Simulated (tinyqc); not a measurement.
Electromigration in a confined line: Blech product, Korhonen stress evolution and Black's law: one step, computed by the program tinyqc. Command: `OMP_NUM_THREADS=1 python tinyqc.py 3028710 3028711 out.jsonl emigr walk`. One thread of a shared host (Intel(R) Xeon(R) Processor @ 2.30GHz), about 0.01 s of CPU time with the checks.

The electron wind pushes atoms from the cathode (x = 0) to the anode (x = L); blocking ends build a back stress (tension positive). The input rho is taken not to change with temperature. d sigma/dt = d/dx [kappa (d sigma/dx + G)], with zero flux at both ends and sigma = sigma_0 at t = 0.

Task: Series terms at the cathode. sigma(x, t) = sigma_0 + G L [1/2 - x/L - 4 sum_(m odd) cos(m pi x/L) exp(-m^2 pi^2 s)/(m pi)^2], s = t/tau, summed to m = 399. The terms at x = 0 are 4 exp(-m^2 pi^2 s)/(m pi)^2; tau = L^2/kappa.

Inputs (values chosen for the exercise, close to those used for aluminium lines):
```
quantity                            value  unit
critical stress sigma_c               310   MPa
initial stress sigma_0                120   MPa
line length L                          90    um
test temperature T                    350     C
time as a fraction of L^2/kappa, s   0.06     -
```

Start: thermal stress.

stress gradient G = 25.56385 MPa/um

tau = 0.1647173 h

Give: terms for m = 1, 3, 5, 7; cathode stress at time s; time t.

Result:

terms for m = 1, 3, 5, 7: 0.2242  2.182e-04  6.030e-09  2.069e-15

cathode stress at time s = 754.1 MPa

time t = 0.009883 h

Caution: the stress exceeds sigma_c: a void would already have formed and relaxed it, so the value is formal.
